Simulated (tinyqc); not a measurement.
What moves the results: ellipsoidal valleys in the axes of a wafer and a channel. A value that a table varies takes the place of the one given here.

Valleys with axes a along x, y and z, one whole valley each; inverse mass tensor w = 1/mt + (1/ml - 1/mt) a a. Device axes: z = nz/|nz|, x = nx/|nx|, y = z cross x; in them a = (ax, ay, az). Confinement mass mz = 1/w_zz. In the plane w_ij is replaced by u_ij = w_ij - w_iz w_jz/w_zz (i, j = x, y); density-of-states mass md = 1/sqrt(det u); conductivity mass along x mc = 1/u_xx; ballistic transport mass mx = u_yy/det u, width mass my = 1/u_yy.

Hard walls: E_n = c (n pi/t)^2/mz, c = hbar^2/2m0, n = 1, 2, 3. Non-degenerate share of a valley proportional to md sum_n exp(-E_n/kT); mean 1/mc = sum of share/mc. 1 nm = 10 angstrom.

Constants: hbar^2/2m0 = 3.80998211 eV angstrom^2; kB = 8.617333262e-05 eV/K.

Values chosen for the exercise (near those of the X valleys of AlAs; not measured data): ml = 1.074 m0 (longitudinal mass); mt = 0.199 m0 (transverse mass); t = 8.8 nm (thickness of the film); T = 300 K (temperature); nz = (2, 1, 0) (surface normal (confinement)); nx = (0, 0, 1) (channel direction).

## Wafer and channel orientation

For each face/channel: the lowest ladder (mz, number of valleys, md, E1, share) and the mean conductivity mass over all valleys.

Results:
```
face/channel,mz,valleys,md,E1 (meV),share,mean mc
(110)/[001],0.336,2,0.356,14.5,0.719,0.2581
(210)/[001],0.571,1,0.273,8.5,0.415,0.2574
(110)/[1-10],0.336,2,0.356,14.5,0.719,0.3934
(100)/[011],1.074,1,0.199,4.5,0.446,0.2570
(112)/[11-1],0.436,1,0.312,11.1,0.391,0.3453
(111)/[1-10],0.273,3,0.395,17.8,1.000,0.3173
(111)/[11-2],0.273,3,0.395,17.8,1.000,0.3173
```

The mean conductivity mass is lowest, 0.2570, for (100)/[011] and highest, 0.3934, for (110)/[1-10]; the bulk value is 0.2732. The confinement energy is lowest on the face with the heaviest mz ((100), 5 meV). The density of states of the lowest ladder, valleys times md, runs between 0.199 and 1.184; a small value limits the charge through the quantum capacitance.

## Thickness of the film

Share of the lowest ladder and mean conductivity mass.

Results:
```
t (nm),lowest E1 (meV),spread of E1 (meV),share of the lowest ladder,mean mc
2.0,164.5,307.9,1.000,0.1990
3.0,73.1,136.8,0.964,0.2003
4.0,41.1,77.0,0.800,0.2107
5.0,26.3,49.3,0.627,0.2269
7.0,13.4,25.1,0.464,0.2488
10.0,6.6,12.3,0.396,0.2607
14.0,3.4,6.3,0.352,0.2684
```

The spread falls as 1/t^2 and passes kT = 25.9 meV between t = 5 and 7 nm; the share of the lowest ladder goes from 1.000 to 0.352 and the mean mass goes from 0.1990 to 0.2684, against 0.2732 for equal shares, the limit of a thick film (the bulk value 3/(1/ml + 2/mt) is 0.2732). Three subbands a valley become too few once E3 nears kT. In the thinnest rows E1 (165 meV) is beyond the parabolic range.

## What each parameter does

Lowest E1, its share and the mean conductivity mass. Each row changes one parameter from the base and keeps the others.

Results:
```
case,lowest E1 (meV),share,mean mc (m0)
base,8.50,0.4145,0.2574
ml = 0.967 m0,8.90,0.4124,0.2558
mt = 0.179 m0,9.04,0.4259,0.2312
t = 7.92 nm,10.49,0.4339,0.2539
T = 330 K,8.50,0.4071,0.2587
```

The largest shifts from the base row, up to three for each result and ties (the steps differ in size, so this ranks the rows, not the parameters). lowest E1 (meV): t +1.99, mt +0.55, ml +0.40; unchanged at the printed digits by T. share: t +0.0194, mt +0.0114, T -0.0075. mean mc (m0): mt -0.0262, t -0.0034, ml -0.0015.

(tinyqc, `OMP_NUM_THREADS=1 python tinyqc.py 1850635 1850636 out.jsonl`, Intel(R) Xeon(R) Processor @ 2.30GHz, 1 thread, shared host, about 0.01 s.)
